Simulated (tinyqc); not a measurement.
The size of the error: propagation of a band-gap error through k.p and effective-mass formulas.

Chain, for a gap E (the reference Eg or another value), with Ep and Dso kept: 1/me = 1 + Ep (E + 2 Dso/3)/(E (E + Dso)); g* = 2 - 2 Ep Dso/(3 E (E + Dso)); g1(E) = g1 + (Ep/3)(1/E - 1/Eg), g2(E) = g2 + (Ep/6)(1/E - 1/Eg), light hole 1/(g1 + 2 g2), heavy hole 1/(g1 - 2 g2) along [100]; optical constant ei(E) = 1 + (ei - 1)(EP/(EP + E - Eg))^2, static e0(E) = ei(E) + e0 - ei.

Donor: R = Ry me/e0^2, a_B = a0 e0/me, Mott density (0.26/a_B)^3. Nc, Nv = 2 (m kT/(4 pi c))^(3/2), c = hbar^2/2m0, ni = sqrt(Nc Nv) exp(-E/2kT). Exciton: Ry mu/e0^2 with 1/mu = 1/me + g1(E). 1 angstrom^-3 = 1e24 cm^-3.

Constants: Ry = 13.60569312 eV; a0 (Bohr radius) = 0.5291772105 angstrom; kB = 8.617333262e-05 eV/K; hbar^2/2m0 = 3.80998211 eV angstrom^2.

Values chosen for the exercise (reference values near those of GaSb, gap at low temperature; not measured data): Eg = 0.811 eV (gap at Gamma to the s-like level); Dso = 0.759 eV (spin-orbit splitting); Ep = 27.5 eV (Kane energy); g1 = 13.39 (Luttinger gamma1); g2 = 4.69 (gamma2); e0 = 15.98 (static dielectric constant); ei = 14.15 (optical dielectric constant); EP = 4.02 eV (mean (Penn) gap); mh = 0.6 m0 (density-of-states mass of the holes); T = 300 K (temperature).

E = f Eg; ratios against f = 1.

Results:
```
f     E (eV)  me ratio  light-hole ratio  e0 ratio  donor ratio  Mott ratio       g*  log10 ni ratio
0.25   0.203     0.292             0.251     1.320        0.167      0.0108  -69.361            4.71
0.40   0.324     0.446             0.402     1.242        0.289      0.0464  -37.593            3.82
0.60   0.487     0.640             0.602     1.151        0.483       0.172  -20.958            2.58
0.80   0.649     0.823             0.801     1.071        0.718       0.455  -13.235            1.30
1.00   0.811     1.000             1.000     1.000        1.000        1.00   -8.929            0.00
1.20   0.973     1.172             1.198     0.937        1.333        1.95   -6.254           -1.31
1.50   1.216     1.422             1.495     0.856        1.940        4.58   -3.790           -3.29
2.00   1.622     1.823             1.986     0.747        3.268        14.5   -1.603           -6.62
```

Between f = 0.8 and 1.2 the mean powers d ln(ratio)/d ln f are 0.87 for me, 0.99 for the light hole, -0.33 for e0, 1.53 for the donor energy and 3.60 for the Mott density; ni moves by -0.80 decades per 0.1 eV, against -0.1 eV/(2 kT ln 10) = -0.84 from the exponential alone, the rest coming from Nc through me^(3/4). Rows with E below about 8 kT bring ni near Nc, beyond Boltzmann statistics. g* keeps its sign, from -69.36 to -1.60.

tinyqc: `OMP_NUM_THREADS=1 python tinyqc.py 1880172 1880173 out.jsonl`; about 0.01 s, one thread, shared Intel(R) Xeon(R) Processor @ 2.30GHz.
